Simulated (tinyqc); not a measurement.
What a faster ramp buys: rapid thermal processing of a wafer: radiative balance, ramp and cooling, pattern effects, pyrometer error and spike budget. Computed by tinyqc, a small Python program. Command: `OMP_NUM_THREADS=1 python tinyqc.py 3112158 3112159 out.jsonl rtp walk`. One thread of a shared host (Intel(R) Xeon(R) Processor @ 2.30GHz), about 0.04 s of CPU time with the checks.

The wafer is opaque and uniform through its thickness unless said otherwise; temperatures in formulas are in kelvin (C + 273.15). sigma = 5.670374419e-12 W/(cm^2 K^4).

Inputs (values chosen for the exercise, modelled on a hot silicon wafer):
```
quantity                                              value         unit
wafer thickness d                                       525   micrometre
heat capacity per volume C                             2.12   J/(cm^3 K)
thermal conductivity k                                  0.2     W/(cm K)
emissivity eps of each face                            0.71            -
reflectivity of the chamber walls r                    0.69            -
gas heat-transfer coefficient h, both faces together    1.9  mW/(cm^2 K)
wall temperature T_w                                    700            K
process temperature                                    1030            C
starting temperature                                    400            C
ramp rate                                               100          K/s
activation energy of the process E_a                   3.66           eV
```

Constants: k_B = 8.617333262e-05 eV/K.

Method:
- Effective emissivity between parallel grey plates: eps_eff = 1/(1/eps + 1/(1 - r) - 1). Loss per area q(T) = 2 eps_eff sigma (T^4 - T_w^4) + h (T - T_w).
- Absorbed power during a ramp = q(T) + C d x ramp rate; thermal time constant tau = C d/(dq/dT), dq/dT = 8 eps_eff sigma T^3 + h; natural cooling rate q/(C d); front-to-back difference under one-sided heating at the end of the ramp = (absorbed power) d/(2 k).
- Cooling with the lamps off: C d dT/dt = -q(T), integrated adaptively (relative tolerance 1e-10).
- Spike anneal: linear ramp to the peak, then lamps off. Equivalent time at the peak = int exp(-(E_a/k_B)(1/T - 1/T_peak)) dt; estimate (k_B T^2/E_a)(1/ramp rate + 1/cooling rate). The ramp part uses 4000 trapezoid steps, the cooling part 4000 steps over 4 tau.

time constant tau = 3.76995 s

holding power q = 9.39595 W/cm^2

natural cooling rate = 84.4200 K/s

Against the ramp rate:
```
ramp (K/s)  ramp part (s)  cooling part (s)  total (s)  power at the peak (W/cm^2)
10                 3.7732           0.50580     4.2790                       10.51
25                 1.5093           0.50580     2.0151                       12.18
50                 0.7546           0.50580     1.2604                       14.96
100                0.3773           0.50580     0.8831                       20.53
250                0.1509           0.50580     0.6567                       37.22
500                0.0755           0.50580     0.5813                       65.05
1000               0.0377           0.50580     0.5435                      120.70
```

What follows from these numbers?

From 10 to 100 K/s the total falls by a factor 4.8, from 100 to 1000 K/s by 1.62: the cooling part, 0.506 s, is a floor, and the natural cooling rate here is 84.4 K/s.

Extremes, crossings and ranges named in words are read from the listed rows.
